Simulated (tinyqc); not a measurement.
What each parameter does: six-band hole subbands of a thin body in a field.

Basis X, Y, Z times spin, hole energies counted downwards from the unstrained edge (the hydrostatic shift is left out), c = hbar^2/2m0. For a symmetric tensor T let C(T) have C_XX = L Txx + M (Tyy + Tzz), C_XY = N Txy (cyclic), L = c (g1 + 4 g2), M = c (g1 - 2 g2), N = 6 c g3. k = q + kz n, n the unit normal, q = k1 u + k2 v with u along the channel [1-10] and v = n x u. H = C(k k^T) + (Dso/3)(1 - L.sigma) - B + e F z with (L_k)_ij = -i epsilon_kij; B is the block C built from the traceless strain with 2b, -b and sqrt(3) d in place of L, M, N. Strain: exx = eyy = (s11 + s12) sx/2, ezz = s12 sx, exy = -s44 sx/4. Hard walls at z = 0 and t; basis sin(j pi z/t), j = 1 to Nz: kz^2 = (j pi/t)^2, kz = -i D with D_jl = 4 j l/(t (j^2 - l^2)), z_jj = t/2 and z_jl = -8 t j l/(pi (j^2 - l^2))^2 for j + l odd; 1 MV/cm = 0.01 eV/angstrom.

Nz = 14. E1 is the top subband at q = 0, gap the distance to the next pair, and the masses are c q^2/(E(q) - E1) at |q| = 0.02 1/angstrom (mean of the spin pair) along the channel [1-10] and across it in the plane; a dash marks a band that does not rise.

Constants: hbar^2/2m0 = 3.80998211 eV angstrom^2.

Values chosen for the exercise (near those of a p-type Si channel; not measured data):
```
symbol  value                 unit      meaning
g1      4.28                            Luttinger gamma1
g2      0.34                            gamma2
g3      1.44                            gamma3
Dso     0.045                 eV        spin-orbit splitting
b       -2.12                 eV        tetragonal potential
d       -4.75                 eV        trigonal potential
S       (7.74, -2.15, 12.46)  1/TPa     compliances s11, s12, s44
face    001                             surface
t       65                    angstrom  body thickness
F       0.8                   MV/cm     field across the body
sx      -1.5                  GPa       stress along the channel [1-10], negative in compression
```

Six bands.

One parameter was then changed.

Results before and after:
```
case     E1 (meV)  gap (meV)  m channel (m0)  m across (m0)
base        180.8       77.7           0.163          2.252
changed     163.5      102.5           0.157          2.535
```

Which of these changes was made? (a) F = 1.1 MV/cm; (b) Dso = 0.068 eV; (c) g3 = 1.34; (d) g2 = 0.39; (e) sx = -2 GPa; (f) t = 55 angstrom; (g) d = -3.8 eV.

Answer: (e) sx = -2 GPa. Of the candidates, run in turn, only this one gives the changed row.

All candidates:
```
case             E1 (meV)  gap (meV)  m channel (m0)  m across (m0)
base                180.8       77.7           0.163          2.252
t = 55 angstrom     181.1       77.8           0.163          2.254
F = 1.1 MV/cm       233.8       78.4           0.166          2.258
sx = -2 GPa         163.5      102.5           0.157          2.535
g3 = 1.34           180.8       77.7           0.162          1.351
g2 = 0.39           178.7       78.2           0.161          2.019
Dso = 0.068 eV      184.2       77.7           0.168          1.765
d = -3.8 eV         187.9       63.9           0.167          1.978
```

Run: tinyqc, `OMP_NUM_THREADS=1 python tinyqc.py 1282047 1282048 out.jsonl`; Intel(R) Xeon(R) Processor @ 2.30GHz, one thread, shared host; about 0.5 s of CPU time with all checks.
